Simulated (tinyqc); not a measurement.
Comparisons within one model: six-band Luttinger-Kohn model with strain. A value that a table varies takes the place of the one given here.

Six-band Luttinger-Kohn model in the basis |3/2,3/2>, |3/2,1/2>, |3/2,-1/2>, |3/2,-3/2>, |1/2,1/2>, |1/2,-1/2>, electron energies, zero at the top of the unstrained valence band. H = -[rows: (P+Q, -S, R, 0, -S/r2, r2 R); (-S*, P-Q, 0, R, -r2 Q, r32 S); (R*, 0, P-Q, S, r32 S*, r2 Q); (0, R*, S*, P+Q, -r2 R*, -S*/r2); (-S*/r2, -r2 Q, r32 S, -r2 R, P+Dso, 0); (r2 R*, r32 S*, r2 Q, -S/r2, 0, P+Dso)], r2 = sqrt(2), r32 = sqrt(3/2). Levels are twofold.

P = c g1 k^2 - av tr(e); Q = c g2 (kx^2 + ky^2 - 2 kz^2) - (b/2)(exx + eyy - 2 ezz); R = c sqrt3 [-g2 (kx^2 - ky^2) + 2i g3 kx ky] + (sqrt3/2) b (exx - eyy) - i d exy; S = 2 c sqrt3 g3 (kx - i ky) kz - d (exz - i eyz); c = hbar^2/2m0, e the strain tensor (not engineering shear).

s11 = (C11 + C12)/((C11 - C12)(C11 + 2 C12)), s12 = -C12/((C11 - C12)(C11 + 2 C12)), s44 = 1/C44; exx = s11 sxx + s12 (syy + szz) and cyclic, exy = s44 sxy/2; tension is positive. A uniaxial stress X along the unit vector n is s_ij = X n_i n_j.

Constants: hbar^2/2m0 = 3.80998211 eV angstrom^2.

Values chosen for the exercise (near those of Si; not measured data): Dso = 0.045 eV (spin-orbit splitting); g1 = 4.34 (Luttinger gamma1); g2 = 0.34 (gamma2); g3 = 1.45 (gamma3); av = 2.33 eV (valence hydrostatic potential); b = -2.04 eV (tetragonal shear potential); d = -4.75 eV (trigonal shear potential); C11 = 160.1 GPa; C12 = 63.6 GPa; C44 = 79.8 GPa; load = uniaxial [001] (kind of stress); X1 = 1.4 GPa (size of the stress); E_h = 10 meV (hole energy below the top); X = -1.44 GPa (stress).

## Sweep of a uniaxial [001] stress

Edges at k = 0 and curvature masses of the top pair along [110] and [001] (step 0.0002 1/angstrom); at zero stress the top is fourfold and has no single curvature.

Edges and masses:

| X (GPa) | top (eV) | second (eV) | third (eV) | splitting (meV) | m [110] | m [001] |
|---|---|---|---|---|---|---|
| -3.00 | 0.0897 | -0.0877 | -0.1199 | 177.4 | 0.272 | 0.176 |
| -2.00 | 0.0564 | -0.0585 | -0.0916 | 114.9 | 0.272 | 0.177 |
| -1.00 | 0.0245 | -0.0292 | -0.0646 | 53.8 | 0.269 | 0.179 |
| 0.00 | 0.0000 | 0.0000 | -0.0450 | 0.0 | - | - |
| 1.00 | 0.0292 | 0.0072 | -0.0571 | 22.0 | 0.214 | 0.273 |
| 2.00 | 0.0585 | 0.0324 | -0.0872 | 26.1 | 0.214 | 0.273 |
| 3.00 | 0.0877 | 0.0603 | -0.1200 | 27.5 | 0.214 | 0.273 |

The splitting reaches 177.4 meV under compression and 27.5 meV under the same tension; linear shear terms alone would make the two equal, and the difference comes from the coupling to the split-off band. At the ends of the sweep the top pair has a mass along [110] of 0.272 under compression and 0.214 under tension, so tension gives the lighter holes along [110]; along [001] it has 0.176 and 0.273. The top edge itself moves by +90 and +88 meV. The ends of the sweep mean strains up to 2.4 %, beyond the range of linear deformation potentials.

## Which stress helps holes along [110]

Each load has size X1 (biaxial: sxx = syy); masses are curvatures of the top pair at k = 0.

Results:

| load | splitting (meV) | top edge (meV) | m [110] | m [001] |
|---|---|---|---|---|
| uniaxial [110], compression | 65.6 | 29.2 | 0.115 | 0.270 |
| uniaxial [110], tension | 24.7 | 37.5 | 0.396 | 0.200 |
| uniaxial [100], compression | 78.0 | 37.0 | 0.215 | 0.270 |
| uniaxial [100], tension | 24.3 | 40.9 | 0.240 | 0.214 |
| uniaxial [111], compression | 62.1 | 26.6 | 0.142 | 0.230 |
| uniaxial [111], tension | 23.0 | 35.4 | 0.346 | 0.230 |
| biaxial (001), compression | 24.3 | 6.9 | 0.214 | 0.273 |
| biaxial (001), tension | 78.0 | 71.1 | 0.270 | 0.178 |

The lightest mass along [110] (0.115) comes with uniaxial [110], compression. The largest splitting (78.0 meV) comes with uniaxial [100], compression; biaxial (001), tension. The heaviest mass along [001] (0.273), which lowers the confinement energy in a (001) channel, comes with biaxial (001), compression. The splitting per GPa follows b (s11 - s12) for loads along cube axes and d s44 for [111]: here 2 |b| (s11 - s12) = 42.3 and |d| s44/sqrt3 = 34.4 meV per GPa in the limit of large Dso; where the splitting nears Dso, mixing with the split-off band makes it depend on the sign of the load.

## Warping of the constant-energy contours (six-band Luttinger-Kohn model)

No strain (e = 0). In the plane kz = 0, |k| where the top and second pairs lie E_h below the top, against the angle from [100]; m = c k^2/E_h.

Contours:

| angle (degrees) | k top (1/angstrom) | k second (1/angstrom) | m top (m0) | m second (m0) |
|---|---|---|---|---|
| 0 | 0.0268 | 0.0230 | 0.273 | 0.201 |
| 9 | 0.0281 | 0.0223 | 0.302 | 0.190 |
| 18 | 0.0313 | 0.0213 | 0.374 | 0.173 |
| 27 | 0.0361 | 0.0206 | 0.495 | 0.162 |
| 36 | 0.0420 | 0.0202 | 0.672 | 0.155 |
| 45 | 0.0456 | 0.0200 | 0.793 | 0.153 |

The heavy contour reaches 1.704 times as far along [110] as along [100], the light one 0.871 times. The warping follows g3 - g2 = 1.11 and would vanish for g2 = g3. Along [100] the heavy mass is 1/(g1 - 2 g2) = 0.273 at any energy, while the light one is 0.2009, against 1/(g1 + 2 g2) = 0.1992 at the edge, for E_h/Dso = 0.22.

## What each parameter does

Edges at k = 0 under a uniaxial [001] stress X and the curvature mass of the top pair along [110] (step 0.0002 1/angstrom). Each row changes one parameter from the base and keeps the others.

Results:

| case | top (eV) | second (eV) | third (eV) | mass (m0) |
|---|---|---|---|---|
| base | 0.0383 | -0.0421 | -0.0762 | 0.271 |
| X = -1.728 GPa | 0.0476 | -0.0505 | -0.0841 | 0.271 |
| C11 = 128.08 GPa | 0.0659 | -0.0587 | -0.0916 | 0.272 |
| g2 = 0.272 | 0.0383 | -0.0421 | -0.0762 | 0.261 |
| g3 = 1.16 | 0.0383 | -0.0421 | -0.0762 | 0.271 |
| Dso = 0.036 eV | 0.0399 | -0.0421 | -0.0688 | 0.271 |
| b = -2.448 eV | 0.0499 | -0.0482 | -0.0817 | 0.271 |
| C44 = 63.84 GPa | 0.0383 | -0.0421 | -0.0762 | 0.271 |

The largest shifts from the base row, up to three for each result and ties (the steps differ in size, so this ranks the rows, not the parameters). top (eV): C11 +0.0276, b +0.0116, X +0.0093; unchanged at the printed digits by g2, g3 and C44. second (eV): C11 -0.0166, X -0.0084, b -0.0061; unchanged at the printed digits by g2, g3, Dso and C44. third (eV): C11 -0.0154, X -0.0079, Dso +0.0074; unchanged at the printed digits by g2, g3 and C44. mass (m0): g2 -0.009, C11 +0.001; unchanged at the printed digits by X, g3, Dso, b and C44. The Luttinger parameters multiply k^2 and cannot move the edges; av shifts all edges alike and leaves the mass.

Computed by tinyqc, a small Python program: `OMP_NUM_THREADS=1 python tinyqc.py 1081015 1081016 out.jsonl` (the numbers bound the seed that draws the inputs); one thread of a shared host (Intel(R) Xeon(R) Processor @ 2.30GHz), about 0.03 s for the whole set of steps.
